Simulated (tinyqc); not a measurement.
From one set of inputs to another, one input at a time: four-point probe, van der Pauw, Hall and spreading-resistance readings of a semiconductor layer. Computed by tinyqc, a small Python program. Command: `OMP_NUM_THREADS=1 python tinyqc.py 3111025 3111026 out.jsonl probe ladder`. One thread of a shared host (Intel(R) Xeon(R) Processor @ 2.30GHz), about 0.01 s of CPU time with the checks.

The layer is uniform and ohmic; contacts are points unless a radius is given.

The inputs printed are set A. Set A is modelled on n-type silicon; the values taken over come from a set modelled on p-type silicon. Inputs not listed in the table keep their values of set A, so the rows need not describe a real material.

Inputs (values chosen for the exercise, modelled on n-type silicon): carrier density n = 8.6e+17 1/cm^3; drift mobility mu = 289 cm^2/(V s); layer thickness t = 13 micrometre; probe spacing s = 0.635 mm; current I = 0.06 mA.

Backing of the layer: insulating.

Constants: e = 1.602176634e-19 C.

Method:
- rho = 1/(e n mu); R_s = rho/t.
- Collinear probes with equal spacing on a layer with insulating backing: images at depth 2 m t give V = (rho I/(2 pi s)) G, G = 1 + 4 sum_(m>=1) [1/sqrt(1 + (2 m u)^2) - 1/sqrt(4 + (2 m u)^2)], u = t/s; the sum runs to m = 20000, with the tail 3/(32 u^3 M^2) added to the sum for M = 20000.
- Limits: thick, rho = 2 pi s V/I; thin on an insulator, rho = (pi/ln 2) t V/I.

Each row keeps all changes above it:
```
input moved                        from       to  voltage V (mV)  sheet resistance R_s (ohm/square)  rho by the thick formula (ohm cm)
set A                                 -        -         0.25573                             19.317                             1.7005
current I (mA)                     0.06     0.01         0.04262                             19.317                             1.7005
carrier density n (1/cm^3)      8.6e+17  2.8e+18         0.01309                              5.933                             0.5223
probe spacing s (mm)              0.635    1.588         0.01309                              5.933                             1.3062
drift mobility mu (cm^2/(V s))      289       73         0.05183                             23.489                             5.1710
layer thickness t (micrometre)       13      170         0.00396                              1.796                             0.3954
```

Voltage V goes from 0.256 to 0.00396, a factor 0.0155 in all. The largest single move comes from layer thickness t (a factor 0.0765), and drift mobility mu works against it (a factor 3.96). Sheet resistance R_s goes from 19.3 to 1.80, a factor 0.0930 in all. The largest single move comes from layer thickness t (a factor 0.0765), and drift mobility mu works against it (a factor 3.96). rho by the thick formula goes from 1.70 to 0.395, a factor 0.233 in all. The largest single move comes from layer thickness t (a factor 0.0765), and drift mobility mu works against it (a factor 3.96). The single moves hold for this order of the switches; the total does not depend on the order.

Extremes, crossings and ranges named in words are read from the listed rows.
